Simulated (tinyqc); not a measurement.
Phase shift across the band: Koster-Slater impurity in a tight-binding band, by Green functions and by supercells. Computed by tinyqc, a small Python program. Command: `OMP_NUM_THREADS=1 python tinyqc.py 3025157 3025158 out.jsonl kosterslater walk`. One thread of a shared host (Intel(R) Xeon(R) Processor @ 2.30GHz), about 0.03 s of CPU time with the checks.

One orbital per site, e(k) = -2 t sum cos(k_i) over 2 direction(s), band from -4 t to 4 t, lattice constant 1. One site has the extra energy U. Spin is left out.

Inputs (values chosen for the exercise, for a model band): hopping t = 0.32 eV; impurity potential U = -1.55 eV; broadening eta = 0.032 eV.

Lattice: square.

Method:
- Outside the band G0(E) = (2/(pi E)) K(m), m = 16 t^2/E^2, K the complete elliptic integral with parameter m.
- A bound state solves 1/U = G0(E).
- Bisection in ln(distance from the edge) between 1e-5 t and |U| + t. Weight on the impurity site: -1/(U^2 dG0/dE), by a central difference with step min(1e-4 t, distance/30). Decay length along an axis: 1/arccosh(1 + distance/(2 t)).
- Inside the band G0(z), z = E + i eta, comes from the chain form 1/(sqrt(y - 2t) sqrt(y + 2t)) (principal roots) at y = z + 2 t cos k, averaged over k in (0, pi) with 200 Gauss-Legendre points.
- delta/pi = -arg(1 - U G0)/pi counts the states added below E (Friedel); host DOS = -Im G0/pi, DOS on the impurity = -Im[G0/(1 - U G0)]/pi; 13 evenly spaced energies from -(band edge + |U| + 2t) to +(band edge + |U| + 2t).

distance from the band edge = 0.543498 eV

level E_b = -1.82350 eV

Across the spectrum:
```
E (eV)   Re G0 (1/eV)  host DOS (1/eV)  DOS on the impurity (1/eV)  delta/pi
-3.4700       -0.2988          0.00094                     0.00328   0.00273
-2.8917       -0.3649          0.00144                     0.00761   0.00513
-2.3133       -0.4725          0.00252                     0.03509   0.01458
-1.7350       -0.6941          0.00627                     0.93853   0.87817
-1.1567       -1.1234          0.24400                     0.12442   0.67755
-0.5783       -0.8013          0.35382                     0.11689   0.54441
0.0000         0.0000          0.80337                     0.04928   0.42034
0.5783         0.8013          0.35382                     0.04426   0.20856
1.1567         1.1234          0.24400                     0.02734   0.13019
1.7350         0.6941          0.00627                     0.00145   0.00468
2.3133         0.4725          0.00252                     0.00084   0.00225
2.8917         0.3649          0.00144                     0.00059   0.00142
3.4700         0.2988          0.00094                     0.00044   0.00100
```

delta/pi starts and ends near zero (+0.003 and +0.001): the impurity moves states but creates none. delta/pi rises at the bound state below the band (-1.823 eV), reaches 0.88 among these rows (1 in the limit of small eta, just above the level) and is paid back by the top of the band.

Extremes, crossings and ranges named in words are read from the listed rows.
